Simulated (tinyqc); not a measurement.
Worked calculation: Born-von Karman spring model of a cubic crystal with one atom per cell. Computed by tinyqc, a small Python program that keeps every step. Command: `OMP_NUM_THREADS=1 python tinyqc.py 3016144 3016145 out.jsonl springs walk`. One thread of a shared host (Intel(R) Xeon(R) Processor @ 2.30GHz), about 0.1 s of CPU time with the checks. Intermediate numbers are printed to about 5 digits and carried at full precision; extremes and crossings named in words are read from the listed rows.

First neighbours lie at a/2 (1,1,0) (12 of them), second at a (1,0,0) (6), with all permutations and signs; the volume per atom is Omega = a^3/4. Two shells of springs match a real metal only roughly, above all at the zone boundary.

Inputs (values chosen for the exercise, modelled on copper): lattice constant a = 3.61 angstrom; atomic mass M = 63.55 u; radial spring k1L = 1.68 eV/angstrom^2; transverse spring k1T = -0.079 eV/angstrom^2; radial spring k2L = 0.022 eV/angstrom^2; transverse spring k2T = -0.01 eV/angstrom^2; mesh divisions n = 6; temperature T = 600 K.

Lattice: fcc.

wave vector q (2 pi/a): [0.32, 0.36, 0]

Constants: nu for 1 eV/(angstrom^2 u) = 15.6333042 THz; 1 eV/angstrom^3 = 160.2176634 GPa; u = 1.6605390666e-27 kg; h x 1 THz = 4.135667696 meV; k_B = 8.617333262e-05 eV/K; hbar^2/u = 4.18015928e-03 eV angstrom^2; hbar = 1.054571817e-34 J s; k_B = 1.380649e-23 J/K.

## Dynamical matrix at q

A neighbour at R with unit vector n couples by the matrix K(R) = kL n n^T + kT (1 - n n^T), and D(q) = (1/M) sum_R K(R) [1 - cos(q.R)].

D(q) (eV/(angstrom^2 u)), rows x, y, z:
```
[[0.059895, 0.042292, 0.000000],
 [0.042292, 0.066200, 0.000000],
 [0.000000, 0.000000, 0.047518]]
```

## Frequencies and polarisations

Diagonalise D. An eigenvalue lambda of D in eV/(angstrom^2 u) gives nu = 15.6333042 THz x sqrt(lambda). Eigenvectors are columns, with the largest component positive; the longitudinal weight is (e.q)^2/q^2.

eigenvalues (eV/(angstrom^2 u)): [0.02064, 0.04752, 0.10546]

frequencies (THz): [2.2459, 3.4078, 5.0768]

polarisation vectors, rows x, y, z, columns mode 1, mode 2, mode 3:
```
[[0.7329, 0.0000, 0.6803],
 [-0.6803, 0.0000, 0.7329],
 [0.0000, 1.0000, 0.0000]]
```

longitudinal weights: [0.00046, 0.00000, 0.99954]

Mode 3 is the most longitudinal, with weight 1.00.

## Elastic constants from long waves

[ij,kl] = (1/(2 Omega)) sum_R K_ij R_k R_l; C11 = [xx,xx], C44 = [xx,yy], C12 = 2 [xy,xy] - C44; B = (C11 + 2 C12)/3; Zener ratio A = 2 C44/(C11 - C12). K(R) = kL n n^T + kT (1 - n n^T).

C11 = 146.02 GPa

C12 = 93.867 GPa

C44 = 62.267 GPa

bulk modulus B = 111.25 GPa

Zener ratio A = 2.3881

C12 - C44 = 31.60 GPa: the Cauchy relation fails because sum_R kT R^2 is not zero; a negative sum gives a positive Cauchy pressure.

## Sound velocities

rho = M/Omega and v = sqrt(C/rho), with C = C11, C44, C44 along [100]; (C11 + C12 + 2 C44)/2, C44, (C11 - C12)/2 along [110]; (C11 + 2 C12 + 4 C44)/3 and twice (C11 - C12 + C44)/3 along [111].

density rho = 8972.3 kg/m^3

Velocities (m/s):
```
direction  longitudinal  transverse 1  transverse 2
[100]            4034.1        2634.4        2634.4
[110]            4506.4        2634.4        1704.7
[111]            4653.2        2061.7        2061.7
```

Along [110] the two transverse waves differ by a factor sqrt(2 C44/(C11 - C12)) = 1.545.

## Frequencies at the zone boundary

The formulas are those given above.

Frequencies (THz) at points given in 2 pi/a:
```
point                nu 1    nu 2    nu 3
X (1, 0, 0)        4.7115  4.7115  7.0183
L (0.5, 0.5, 0.5)  3.1487  3.1487  7.1065
W (1, 0.5, 0)      4.7472  5.9644  5.9644
K (0.75, 0.75, 0)  4.2932  5.6534  6.4251
```

## Highest frequency at X

Take the highest frequency at X = (1, 0, 0) (2 pi/a).

highest frequency at X = 7.0183 THz

## Dispersion against the sound-wave line

The last column divides the top branch by the straight line with its slope at G. End points in 2 pi/a: X = (1, 0, 0), L = (0.5, 0.5, 0.5).

Frequencies (THz) along two lines:
```
line  fraction of the way    nu 1    nu 2    nu 3  nu 3 / linear
G-X                  0.10  0.7270  0.7270  1.1125        0.99557
G-X                  0.25  1.7815  1.7815  2.7171        0.97258
G-X                  0.40  2.7441  2.7441  4.1622        0.93116
G-X                  0.55  3.5616  3.5616  5.3676        0.87333
G-X                  0.70  4.1859  4.1859  6.2711        0.80168
G-X                  0.85  4.5778  4.5778  6.8295        0.71900
G-X                  1.00  4.7115  4.7115  7.0183        0.62805
G-L                  0.10  0.4926  0.4926  1.1117        0.99589
G-L                  0.25  1.2050  1.2050  2.7196        0.97450
G-L                  0.40  1.8508  1.8508  4.1771        0.93549
G-L                  0.55  2.3943  2.3943  5.4039        0.88016
G-L                  0.70  2.8055  2.8055  6.3320        0.81033
G-L                  0.85  3.0617  3.0617  6.9102        0.72827
G-L                  1.00  3.1487  3.1487  7.1065        0.63662
```

Along G-X the top branch ends at 63 % of its linear extrapolation, near the 2/pi = 64 % of a chain with one spring. Along G-L the top branch ends at 64 % of its linear extrapolation, which is the 2/pi of a pure sine: planes normal to this line couple to their next planes alone. A Debye model keeps the straight line throughout.

## Thermal sums on a mesh

Mesh: q = sum_i (m_i + 1/2)/n b_i, m_i = 0..n-1, with b = [[-1, 1, 1], [1, -1, 1], [1, 1, -1]] in 2 pi/a; sums are averages over the n^3 points, per atom. With x = h nu/(k_B T) and n = 1/(exp(x) - 1) for each mode: F = k_B T [x/2 + ln(1 - exp(-x))], U = k_B T x (n + 1/2), S/k_B = x n - ln(1 - exp(-x)), C/k_B = x^2 n (n + 1). <u_x^2> = (1/3) sum over modes of hbar^2/(2 M h nu) coth(x/2); zero-point energy = sum h nu/2. <u_x^2> converges slowly with the mesh, from below, with an error of order 1/n.

free energy F = -161.58 meV/atom

energy U = 157.04 meV/atom

entropy S = 6.1624 k_B/atom

heat capacity C = 2.9629 k_B/atom

<u_x^2> = 0.014864 angstrom^2

zero-point energy = 28.732 meV/atom

C is 99 % of the classical 3 k_B, and the zero-point energy is 18 % of U.

## Debye temperature from the elastic constants

Christoffel matrix G_xx = C11 n_x^2 + C44 (1 - n_x^2), G_xy = (C12 + C44) n_x n_y, with eigenvalues rho v^2; v_m^-3 is the mean of v^-3 over three branches and all directions (12 Gauss-Legendre points in cos(theta) times 24 angles phi = (j + 1/2) pi/12); q_D = (6 pi^2/Omega)^(1/3); Theta = hbar v_m q_D/k_B.

mean velocity v_m = 2449.7 m/s

Debye wave number q_D = 1.7139 1/angstrom

elastic Debye temperature = 320.71 K

## Full spectrum, Debye and Einstein heat capacities

Mesh: q = sum_i (m_i + 1/2)/n b_i, m_i = 0..n-1, with b = [[-1, 1, 1], [1, -1, 1], [1, 1, -1]] in 2 pi/a; sums are averages over the n^3 points (here n = 14), per atom. Debye: C = 9 k_B (T/Theta)^3 int_0^(Theta/T) x^4 e^x/(e^x - 1)^2 dx with the elastic Theta. Einstein: three modes at the root-mean-square frequency. The last column is the Theta that makes the Debye formula give the full C at that T.

root-mean-square frequency = 4.8403 THz

Heat capacity (k_B/atom):
```
T (K)  full spectrum   Debye  Einstein  Theta from C (K)
38            0.4779  0.3612    0.2493            287.09
58            1.1008  0.9307    0.9097            290.83
80            1.6580  1.5052    1.5521            294.12
110           2.1406  2.0305    2.0957            296.50
160           2.5374  2.4742    2.5242            298.18
240           2.7793  2.7483    2.7764            299.11
320           2.8726  2.8546    2.8717            299.45
480           2.9423  2.9341    2.9421            299.69
```

The apparent Theta runs from 287 to 300 K against the elastic 321 K; at high T it tends to sqrt(5/3) h nu_rms/k_B = 300 K. At the lowest T the Debye value is 0.76 and the Einstein value 0.52 times the full one; dispersion bends the branches below the sound lines, so the real spectrum has more low modes than Debye assumes. At the highest T Debye misses by 0.28 % and Einstein by 0.0069 %.

Checks made by the program: slopes of the dispersion along [110] against the sound velocities (relative difference 2e-08); F = U - T S (relative difference below 1e-10).
